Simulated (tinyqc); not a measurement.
# Current crowding under a contact, resistor ladder against the transmission-line model: two studies

A metal contact of length d and width W on a thin layer of the same width. The metal has no resistance, the sheet resistance under it equals Rsh, and current enters the layer at the front edge x = 0.

Parameters, values chosen for the exercise: sheet resistance of the semiconductor layer Rsh = 3500 ohm/sq; specific contact resistivity rc = 2.4e-9 ohm cm^2; contact length d = 0.0035 um; contact width W = 0.14 um.

Each table varies one quantity; the others keep the values above.

## Effect of the contact resistivity

Transfer length Lt = sqrt(rc/Rsh); front resistance Rc = (Rsh Lt/W) coth(d/Lt); end resistance Re = (Rsh Lt/W)/sinh(d/Lt).

Result of one run:
```
rc (ohm cm^2)	Lt (um)	d/Lt	Rc W (ohm um)
1.9e-10	0.002330	1.502	9.005
```

What becomes of these results when the specific contact resistivity rc is changed from 1.9e-10 to 5.5e-10 ohm cm^2, all else the same?

Result of the changed run:
```
rc (ohm cm^2)	Lt (um)	d/Lt	Rc W (ohm um)
5.5e-10	0.003964	0.8829	19.60
```

The whole series:
```
rc (ohm cm^2)	Lt (um)	d/Lt	Rc W (ohm um)
6.6e-11	0.001373	2.549	4.865
1.9e-10	0.002330	1.502	9.005
5.5e-10	0.003964	0.8829	19.60
1.6e-9	0.006761	0.5177	49.73
4.5e-9	0.01134	0.3087	132.6
1.3e-8	0.01927	0.1816	375.5
3.8e-8	0.03295	0.1062	1090
1.1e-7	0.05606	0.06243	3147
```

Rc W rises from 4.87 to 3150 ohm um, as rc^(0.58) between the first two rows (d/Lt = 2.5) and rc^(1.00) between the last two (d/Lt = 0.062); a long contact gives the power 1/2 and a short one 1. In 6 of the 8 rows Lt is below 20 nm, near the thickness of a real layer, where current spreads in depth and the line model fails.

## Convergence with the number of cells

Cut the contact into n cells of length hc = d/n. Neighbouring cell centres are joined by a = W/(Rsh hc), each centre joins the metal (0 V) by g = W hc/rc, and I enters cell 1 through half a cell: -a v_(i-1) + b_i v_i - a v_(i+1) = I for i = 1 and 0 otherwise, b_i = g + 2 a (g + a at both ends). Rc = v_1/I + 1/(2 a). The error is against Transfer length Lt = sqrt(rc/Rsh); front resistance Rc = (Rsh Lt/W) coth(d/Lt); end resistance Re = (Rsh Lt/W)/sinh(d/Lt).

Convergence with the number of cells:
```
n	hc/Lt	Rc (ohm)	error (%)
1	0.4227	533.5	2.88
2	0.2113	522.4	0.723
4	0.1057	519.6	0.181
8	0.05283	518.9	0.0452
16	0.02642	518.7	0.0113
32	0.01321	518.6	2.83e-3
64	0.006604	518.6	7.07e-4
```

The exact Rc is 518.62 ohm. The error falls from 2.9 % to 7.1e-4 %, by a factor of 4.0 over the last doubling: second order in the cell length. In every row Lt is below 20 nm, near the thickness of a real layer, where current spreads in depth and the line model fails.

Numbers from tinyqc (`OMP_NUM_THREADS=1 python tinyqc.py 2760162 2760163 out.jsonl`; about 0.01 s on one thread of a shared Intel Xeon 2.30GHz).
